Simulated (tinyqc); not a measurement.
# Worked calculation: frequency dispersion of an accumulation capacitance by border traps, distributed model

Computed by the program tinyqc: `OMP_NUM_THREADS=1 python tinyqc.py 2202230 2202231 out.jsonl`, one thread of a shared Intel Xeon 2.30GHz, about 0.5 s for the whole run. Printed values are rounded.

Traps spread evenly through the insulator exchange electrons with the semiconductor by tunnelling, with tau(x) = t0 exp(2 ka x) at depth x from the interface. The admittance per area Y seen at depth x obeys dY/dx = -Y^2/(i w eps0 eox) + q Nb ln(1 + i w tau)/tau, with Y(0) = i w Cs and w = 2 pi f; the gate sees Y(tox) = G + i w C. Working variable y = Y/(i w), in uF/cm^2. Cox = eps0 eox/tox.

Inputs (values chosen for the exercise); permittivity close to that of aluminium oxide: relative permittivity of the insulator eox = 8.35; insulator thickness tox = 7.1 nm; semiconductor capacitance in accumulation Cs = 0.95 uF/cm^2; density of border traps Nb = 7.2e19 cm^-3 eV^-1; decay constant of the wave function in the insulator ka = 4.3 1/nm; time constant of a trap at the interface t0 = 3e-10 s; frequency f = 1000 Hz; depth down to which the steps are taken xe = 2.1 nm.

Constants: q = 1.602176634e-19 C, eps0 = 8.8541878128e-14 F/cm where lengths are in cm. Results are converted to the units shown.

## Scales and lumped estimate

Cox; trap-free value 1/(1/Cox + 1/Cs); response depth d = ln(1/(w t0))/(2 ka), where w tau = 1; lumped estimate: all traps within d act as C_bt = q Nb d placed at d/2, so C = 1/{1/[1/(1/Cs + d/(2 eps0 eox)) + C_bt] + (tox - d/2)/(eps0 eox)}.

Cox = 1.04130 uF/cm^2
trap-free C = 0.496779 uF/cm^2
d = 1.53274 nm
C_bt = 1.76812 uF/cm^2
lumped C = 0.808749 uF/cm^2

The traps within reach amount to 1.86 Cs and lie in the first 21.6 % of the insulator.

## Midpoint steps through the active depth

In terms of y: dy/dx = -y^2/(eps0 eox) + s(x), s = q Nb ln(1 + z)/z, z = i w tau. 9 midpoint steps of h = xe/9: y_half = y + (h/2) y'(x, y), y(new) = y + h y'(x + h/2, y_half).

| point | x (nm) | s (uF/(cm^2 nm)) | y (uF/cm^2) |
|---|---|---|---|
| 0 | 0 | 1.15357+0.00000i | 0.95000+0.00000i |
| 1 | 0.233333 | 1.15357-0.00001i | 1.18301+0.00000i |
| 2 | 0.466667 | 1.15357-0.00006i | 1.39921-0.00001i |
| 3 | 0.7 | 1.15357-0.00045i | 1.59709-0.00004i |
| 4 | 0.933333 | 1.15355-0.00333i | 1.77596-0.00032i |
| 5 | 1.16667 | 1.15286-0.02474i | 1.93583-0.00235i |
| 6 | 1.4 | 1.11660-0.17537i | 2.07612-0.01736i |
| 7 | 1.63333 | 0.56936-0.45977i | 2.15329-0.09963i |
| 8 | 1.86667 | 0.09887-0.18761i | 2.06744-0.15790i |
| 9 | 2.1 | 0.01372-0.04282i | 1.94925-0.15803i |

## Capacitance and conductance at the gate

y at xe = 1.94925-0.15803i uF/cm^2

Beyond xe the traps are ignored, so 1/y(tox) = 1/y(xe) + (tox - xe)/(eps0 eox); C = Re y, G/w = -Im y, loss tangent G/(w C).

y at the gate = 0.842176-0.029341i uF/cm^2
C = 0.842176 uF/cm^2
G/w = 0.0293413 uF/cm^2
loss tangent = 0.0348399

A fine integration over the whole insulator gives C = 0.84347 and G/w = 0.03052 uF/cm^2; the coarse G/w is 3.8 % below that. The fine C is 70 % above the trap-free value, and the lumped estimate is 4.1 % below the fine result.
